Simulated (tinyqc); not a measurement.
Thermal RC ladder, step response: one step of the calculation.

A ladder of 3 nodes: R_i joins node i to node i + 1, the last R to the ambient; C_i is the heat capacity of node i; theta is the rise above ambient, zero at t = 0. d theta/dt = -A theta + b with b = (Pw/C_1, 0, ...), times in ms.

Question. The rate matrix. A = C^(-1) K, K_ii = 1/R_(i-1) + 1/R_i (no first term for node 1), K_(i,i+1) = K_(i+1,i) = -1/R_i.

Inputs (values chosen for the exercise):
- R = [0.15, 0.82, 0.17] K/W (resistances, junction to ambient)
- C = [0.83, 6.2, 53] mJ/K (heat capacities of the nodes)

Find: A.

Answer.

A (1/ms):
```
         node 1   node 2   node 3
node 1   8.0321  -8.0321   0.0000
node 2  -1.0753   1.2720  -0.1967
node 3   0.0000  -0.0230   0.1340
```

tinyqc, about 0.01 s, one thread, Intel Xeon 2.30GHz (shared host): `OMP_NUM_THREADS=1 python tinyqc.py 2520037 2520038 out.jsonl`
